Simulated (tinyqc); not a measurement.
Pariser-Parr-Pople SCF with singles CI, for the molecule [CH2+]c1ccccc1Cl (SMILES; centres numbered as the heavy atoms are written), step by step. Computed by tinyqc, a small Python program that keeps every step. Settings: charge = 1, gamma = Ohno, start = huckel, damping = 0.3, iteration cap = 85, excitations kept = 9. Command: `OMP_NUM_THREADS=1 python tinyqc.py 24590 24591 out.jsonl` (the two numbers bound the seeds that draw the settings). One thread of a shared host (Intel(R) Xeon(R) Processor @ 2.60GHz), about 0.01 s of CPU time with the checks. Later iterations appear only in the table of the cycle.

## PPP integrals

Centres (angstrom, eV; a flat drawing with bonds scaled to 1.40 angstrom):
```
centre         x         y  core charge z         W  gamma_rr
1C      -1.81900  -1.40000              1  11.16000  11.13000
2C      -0.60600  -0.70000              1  11.16000  11.13000
3C       0.60600  -1.40000              1  11.16000  11.13000
4C       1.81900  -0.70000              1  11.16000  11.13000
5C       1.81900   0.70000              1  11.16000  11.13000
6C       0.60600   1.40000              1  11.16000  11.13000
7C      -0.60600   0.70000              1  11.16000  11.13000
8Cl     -1.81900   1.40000              2  26.00000  13.00000
```

Resonance integrals (eV):
```
i  j      beta
1  2  -2.28000
2  3  -2.28000
3  4  -2.28000
4  5  -2.28000
5  6  -2.28000
6  7  -2.28000
7  8  -1.51000
7  2  -2.28000
```

Ohno: gamma = 14.399645/sqrt(R^2 + a^2), a = 2 x 14.399645/(gamma_rr + gamma_ss); H_rr = -W_r - sum_(s != r) z_s gamma_rs; H_rs = beta for bonds.

repulsion gamma_rs (eV), order 1C, 2C, 3C, 4C, 5C, 6C, 7C, 8Cl:
```
[[11.13000, 7.55244, 5.23902, 3.66950, 3.27613, 3.67003, 5.23876, 4.73088],
 [7.55244, 11.13000, 7.55496, 5.23902, 4.66831, 5.23960, 7.55386, 5.32742],
 [5.23902, 7.55496, 11.13000, 7.55244, 5.23876, 4.66846, 5.23960, 3.70012],
 [3.66950, 5.23902, 7.55244, 11.13000, 7.55386, 5.23876, 4.66831, 3.29748],
 [3.27613, 4.66831, 5.23876, 7.55386, 11.13000, 7.55244, 5.23902, 3.69958],
 [3.67003, 5.23960, 4.66846, 5.23876, 7.55244, 11.13000, 7.55496, 5.32769],
 [5.23876, 7.55386, 5.23960, 4.66831, 5.23902, 7.55496, 11.13000, 7.82563],
 [4.73088, 5.32742, 3.70012, 3.29748, 3.69958, 5.32769, 7.82563, 13.00000]]
```

core matrix H (eV), order 1C, 2C, 3C, 4C, 5C, 6C, 7C, 8Cl:
```
[[-49.26764, -2.28000, 0.00000, 0.00000, 0.00000, 0.00000, 0.00000, 0.00000],
 [-2.28000, -59.62304, -2.28000, 0.00000, 0.00000, 0.00000, -2.28000, 0.00000],
 [0.00000, -2.28000, -54.05349, -2.28000, 0.00000, 0.00000, 0.00000, 0.00000],
 [0.00000, 0.00000, -2.28000, -51.67685, -2.28000, 0.00000, 0.00000, 0.00000],
 [0.00000, 0.00000, 0.00000, -2.28000, -52.08768, -2.28000, 0.00000, 0.00000],
 [0.00000, 0.00000, 0.00000, 0.00000, -2.28000, -55.73964, -2.28000, 0.00000],
 [0.00000, -2.28000, 0.00000, 0.00000, 0.00000, -2.28000, -62.30578, -1.51000],
 [0.00000, 0.00000, 0.00000, 0.00000, 0.00000, 0.00000, -1.51000, -59.90881]]
```

## Starting guess

pi electrons, sum of z_r less the charge = 8

Orbitals of the Hueckel matrix of the beta values.

P at the start, order 1C, 2C, 3C, 4C, 5C, 6C, 7C, 8Cl:
```
[[1.00000, 0.74306, 0.00000, -0.26056, 0.00000, 0.09292, 0.00000, -0.60938],
 [0.74306, 1.00000, 0.48249, 0.00000, -0.16765, 0.00000, 0.43240, 0.00000],
 [0.00000, 0.48249, 1.00000, 0.76491, 0.00000, -0.37477, 0.00000, 0.20412],
 [-0.26056, 0.00000, 0.76491, 1.00000, 0.55778, 0.00000, -0.18950, 0.00000],
 [0.00000, -0.16765, 0.00000, 0.55778, 1.00000, 0.74306, 0.00000, -0.32962],
 [0.09292, 0.00000, -0.37477, 0.00000, 0.74306, 1.00000, 0.54661, 0.00000],
 [0.00000, 0.43240, 0.00000, -0.18950, 0.00000, 0.54661, 1.00000, 0.69163],
 [-0.60938, 0.00000, 0.20412, 0.00000, -0.32962, 0.00000, 0.69163, 1.00000]]
```

## Iteration 1: Fock matrix

F_rr = H_rr + P_rr gamma_rr / 2 + sum_(s != r) P_ss gamma_rs; F_rs = H_rs - P_rs gamma_rs / 2; E = tr P (H + F) / 2 + core repulsion sum_(r<s) z_r z_s gamma_rs.

F (eV), order 1C, 2C, 3C, 4C, 5C, 6C, 7C, 8Cl:
```
[[-10.32588, -5.08594, 0.00000, 0.47807, 0.00000, -0.17051, 0.00000, 1.44144],
 [-5.08594, -10.92242, -4.10260, 0.00000, 0.39131, 0.00000, -3.91313, 0.00000],
 [0.00000, -4.10260, -9.29512, -5.16846, 0.00000, 0.87481, 0.00000, -0.37763],
 [0.47807, 0.00000, -5.16846, -8.89248, -4.38668, 0.00000, 0.44231, 0.00000],
 [0.00000, 0.39131, 0.00000, -4.38668, -9.29458, -5.08594, 0.00000, 0.60973],
 [-0.17051, 0.00000, 0.87481, 0.00000, -5.08594, -10.92269, -4.34479, 0.00000],
 [0.00000, -3.91313, 0.00000, 0.44231, 0.00000, -4.34479, -13.42063, -4.21621],
 [1.44144, 0.00000, -0.37763, 0.00000, 0.60973, 0.00000, -4.21621, -19.50000]]
```

pi energy = -116.86811 eV

## Iteration 1: orbitals and new P

Diagonalise F (the basis is taken as orthonormal) and form P = 2 sum c c over the lowest orbitals; 0.3 of the old P is kept.

orbital energies (eV): [-22.53511, -18.74823, -16.53027, -15.22023, -9.66252, -5.00690, -3.81930, -1.05124]

P after iteration 1, order 1C, 2C, 3C, 4C, 5C, 6C, 7C, 8Cl:
```
[[0.71976, 0.72420, 0.10871, -0.19940, -0.15536, -0.00636, 0.19456, -0.44835],
 [0.72420, 1.01693, 0.47722, 0.03012, -0.18130, -0.05323, 0.45216, -0.05495],
 [0.10871, 0.47722, 0.91752, 0.75639, 0.12219, -0.31960, -0.11673, 0.16952],
 [-0.19940, 0.03012, 0.75639, 0.95728, 0.56773, 0.02929, -0.23272, 0.05312],
 [-0.15536, -0.18130, 0.12219, 0.56773, 0.86568, 0.70193, 0.08633, -0.23492],
 [-0.00636, -0.05323, -0.31960, 0.02929, 0.70193, 1.02283, 0.60884, -0.11979],
 [0.19456, 0.45216, -0.11673, -0.23272, 0.08633, 0.60884, 0.97922, 0.52028],
 [-0.44835, -0.05495, 0.16952, 0.05312, -0.23492, -0.11979, 0.52028, 1.52080]]
```

## Iteration 2: Fock matrix

As before.

F (eV), order 1C, 2C, 3C, 4C, 5C, 6C, 7C, 8Cl:
```
[[-10.34780, -5.01472, -0.28476, 0.36584, 0.25449, 0.01167, -0.50962, 1.06054],
 [-5.01472, -11.68165, -4.08269, -0.07890, 0.42317, 0.13945, -3.98780, 0.14638],
 [-0.28476, -4.08269, -10.19609, -5.13629, -0.32005, 0.74602, 0.30581, -0.31363],
 [0.36584, -0.07890, -5.13629, -9.96761, -4.42429, -0.07671, 0.54320, -0.08758],
 [0.25449, 0.42317, -0.32005, -4.42429, -9.64575, -4.93063, -0.22615, 0.43455],
 [0.01167, 0.13945, 0.74602, -0.07671, -4.93063, -10.74117, -4.57987, 0.31911],
 [-0.50962, -3.98780, 0.30581, 0.54320, -0.22615, -4.57987, -11.96384, -3.54575],
 [1.06054, 0.14638, -0.31363, -0.08758, 0.43455, 0.31911, -3.54575, -18.33446]]
```

pi energy = -119.95344 eV

## Iteration 2: orbitals and new P

As before.

orbital energies (eV): [-20.99357, -18.94327, -16.95009, -15.79634, -8.91172, -5.08188, -4.42708, -1.77441]

P after iteration 2, order 1C, 2C, 3C, 4C, 5C, 6C, 7C, 8Cl:
```
[[0.61573, 0.72757, 0.15395, -0.17859, -0.20779, -0.04005, 0.25150, -0.34876],
 [0.72757, 1.04464, 0.46768, 0.02096, -0.18685, -0.05407, 0.45346, -0.06718],
 [0.15395, 0.46768, 0.89176, 0.75709, 0.15983, -0.30114, -0.16389, 0.14030],
 [-0.17859, 0.02096, 0.75709, 0.95729, 0.57126, 0.03524, -0.24265, 0.06545],
 [-0.20779, -0.18685, 0.15983, 0.57126, 0.81437, 0.68326, 0.13798, -0.18641],
 [-0.04005, -0.05407, -0.30114, 0.03524, 0.68326, 1.02308, 0.63759, -0.15254],
 [0.25150, 0.45346, -0.16389, -0.24265, 0.13798, 0.63759, 0.92896, 0.44153],
 [-0.34876, -0.06718, 0.14030, 0.06545, -0.18641, -0.15254, 0.44153, 1.72418]]
```

## Iteration 3: Fock matrix

As before.

F (eV), order 1C, 2C, 3C, 4C, 5C, 6C, 7C, 8Cl:
```
[[-10.32062, -5.02745, -0.40328, 0.32766, 0.34037, 0.07350, -0.65876, 0.82497],
 [-5.02745, -12.04200, -4.04665, -0.05490, 0.43614, 0.14164, -3.99269, 0.17896],
 [-0.40328, -4.04665, -10.45342, -5.13894, -0.41865, 0.70293, 0.42936, -0.25957],
 [0.32766, -0.05490, -5.13894, -10.34887, -4.43759, -0.09230, 0.56639, -0.10791],
 [0.34037, 0.43614, -0.41865, -4.43759, -9.78658, -4.86014, -0.36145, 0.34482],
 [0.07350, 0.14164, 0.70293, -0.09230, -4.86014, -10.78022, -4.68850, 0.40635],
 [-0.65876, -3.99269, 0.42936, 0.56639, -0.36145, -4.68850, -11.38943, -3.23763],
 [0.82497, 0.17896, -0.25957, -0.10791, 0.34482, 0.40635, -3.23763, -18.03406]]
```

pi energy = -121.09854 eV

## Iteration 3: orbitals and new P

As before.

orbital energies (eV): [-20.70220, -18.85543, -17.16041, -15.96913, -8.70387, -5.12367, -4.65981, -1.98069]

P after iteration 3, order 1C, 2C, 3C, 4C, 5C, 6C, 7C, 8Cl:
```
[[0.57204, 0.73340, 0.17546, -0.16904, -0.22566, -0.05399, 0.26568, -0.28407],
 [0.73340, 1.06839, 0.45933, 0.00750, -0.18836, -0.04551, 0.45065, -0.07006],
 [0.17546, 0.45933, 0.87948, 0.75874, 0.17339, -0.29420, -0.18352, 0.11823],
 [-0.16904, 0.00750, 0.75874, 0.96629, 0.57309, 0.03339, -0.24419, 0.06810],
 [-0.22566, -0.18836, 0.17339, 0.57309, 0.79166, 0.67347, 0.16654, -0.15725],
 [-0.05399, -0.04551, -0.29420, 0.03339, 0.67347, 1.02384, 0.65224, -0.15996],
 [0.26568, 0.45065, -0.18352, -0.24419, 0.16654, 0.65224, 0.88689, 0.39859],
 [-0.28407, -0.07006, 0.11823, 0.06810, -0.15725, -0.15996, 0.39859, 1.81142]]
```

## Convergence

Stop when output and input P, before any damping, agree to 1e-7.

Course of the cycle:
```
iteration        E (eV)  largest |P(out) - P(in)|
1          -116.8681054                  7.44e-01
2          -119.9534412                  2.91e-01
3          -121.0985424                  1.25e-01
4          -121.5298831                  6.06e-02
5          -121.6955854                  3.99e-02
6          -121.7609305                  2.63e-02
7          -121.7875393                  1.74e-02
8          -121.7987719                  1.16e-02
9          -121.8036955                  7.79e-03
10         -121.8059352                  5.26e-03
11         -121.8069902                  3.57e-03
...                 ...                       ...
38         -121.8080396                  1.45e-06
39         -121.8080396                  1.10e-06
40         -121.8080396                  8.38e-07
41         -121.8080396                  6.37e-07
42         -121.8080396                  4.84e-07
43         -121.8080396                  3.68e-07
44         -121.8080396                  2.80e-07
45         -121.8080396                  2.13e-07
46         -121.8080396                  1.62e-07
47         -121.8080396                  1.23e-07
48         -121.8080396                  9.38e-08
```

Converged in 48 iterations.

## Converged orbitals

Charges are z - P_rr.

orbital energies (eV): [-20.61831, -18.66431, -17.36679, -16.14841, -8.58586, -5.16663, -4.87084, -2.14545]

coefficients, order 1C, 2C, 3C, 4C, 5C, 6C, 7C, 8Cl:
```
[[0.27215, -0.18902, -0.38104, 0.08651, 0.71163, 0.00064, -0.45218, 0.16323],
 [0.52715, -0.26469, -0.45929, 0.06520, -0.09540, -0.00764, 0.54899, -0.35540],
 [0.31175, -0.32345, -0.00018, -0.46356, -0.37823, -0.49009, -0.22134, 0.38866],
 [0.23463, -0.28005, 0.39431, -0.46392, 0.05003, 0.49982, -0.23913, -0.43164],
 [0.22983, -0.13575, 0.54871, 0.03624, 0.39680, 0.00873, 0.52344, 0.44141],
 [0.30442, 0.01969, 0.43206, 0.49289, -0.00666, -0.49242, -0.25475, -0.41219],
 [0.46355, 0.18084, 0.00925, 0.39523, -0.39639, 0.50211, -0.21692, 0.37394],
 [0.36802, 0.81218, -0.02329, -0.39709, 0.15589, -0.12358, 0.04504, -0.07138]]
```

pi charges: [0.47506, -0.12629, 0.16659, -0.00837, 0.25271, -0.04536, 0.19225, 0.09340]

## Singles CI, singlets

Over the 9 single excitations with the smallest orbital gaps: A = (e_a - e_i) delta + 2 (ia|jb) - (ij|ab), with (pq|rs) = sum c_mp c_mq gamma_mn c_nr c_ns. f = 2/3 w |mu|^2 in atomic units, mu = sqrt2 sum c_ia sum_m c_mi c_ma R_m.

singlet CI matrix (eV), order 4>5, 3>5, 2>5, 4>6, 4>7, 1>5, 3>6, 3>7, 2>6:
```
[[2.95260, -0.03142, -0.12245, 0.08004, 0.03339, -0.04270, 0.64123, -0.07634, -0.23630],
 [-0.03142, 4.70839, -0.21756, -0.60268, 0.03152, 0.33366, 0.01034, -0.18150, -0.12254],
 [-0.12245, -0.21756, 5.14849, -0.15729, -0.08287, 0.07471, 0.17678, 0.12590, 0.51441],
 [0.08004, -0.60268, -0.15729, 6.04729, 0.00642, -0.05418, -0.01915, -0.64957, -0.12335],
 [0.03339, 0.03152, -0.08287, 0.00642, 6.22851, -0.06188, 0.63698, 0.01533, -0.01363],
 [-0.04270, 0.33366, 0.07471, -0.05418, -0.06188, 6.80609, 0.03598, -0.11444, 0.21550],
 [0.64123, 0.01034, 0.17678, -0.01915, 0.63698, 0.03598, 6.83443, 0.00993, 0.04016],
 [-0.07634, -0.18150, 0.12590, -0.64957, 0.01533, -0.11444, 0.00993, 7.32103, -0.29811],
 [-0.23630, -0.12254, 0.51441, -0.12335, -0.01363, 0.21550, 0.04016, -0.29811, 8.32693]]
```

singlet excitation energies (eV): [2.82653, 4.31357, 5.08097, 5.87765, 6.00270, 6.86328, 7.31252, 7.57563, 8.52091]

oscillator strengths: [0.10432, 0.35249, 0.02473, 0.04431, 0.98295, 0.03102, 0.72392, 0.22445, 0.08353]

## Singles CI, triplets

Over the 9 single excitations with the smallest orbital gaps: A = (e_a - e_i) delta - (ij|ab), with (pq|rs) = sum c_mp c_mq gamma_mn c_nr c_ns.

triplet CI matrix (eV), order 4>5, 3>5, 2>5, 4>6, 4>7, 1>5, 3>6, 3>7, 2>6:
```
[[2.06288, 0.13316, -0.13329, 0.07033, -0.62284, -0.21073, 0.25902, -0.19418, -0.50340],
 [0.13316, 2.85910, -0.45081, 0.25902, -0.19418, 0.76877, -0.03513, -0.41975, 0.08350],
 [-0.13329, -0.45081, 4.59964, -0.50340, -0.26688, 0.41452, 0.08350, 0.51140, 0.52253],
 [0.07033, 0.25902, -0.50340, 4.20002, -0.00002, 0.41081, -0.08095, -0.15958, -0.68037],
 [-0.62284, -0.19418, -0.26688, -0.00002, 5.35403, -0.01648, -0.15958, 0.05120, -0.06100],
 [-0.21073, 0.76877, 0.41452, 0.41081, -0.01648, 5.83687, -0.02539, -0.92121, 0.57069],
 [0.25902, -0.03513, 0.08350, -0.08095, -0.15958, -0.02539, 5.85887, -0.02929, 0.18476],
 [-0.19418, -0.41975, 0.51140, -0.15958, 0.05120, -0.92121, -0.02929, 5.94240, -0.03946],
 [-0.50340, 0.08350, 0.52253, -0.68037, -0.06100, 0.57069, 0.18476, -0.03946, 7.82600]]
```

triplet excitation energies (eV): [1.85375, 2.52149, 3.62032, 4.55345, 5.25775, 5.46711, 5.96386, 7.03742, 8.26466]
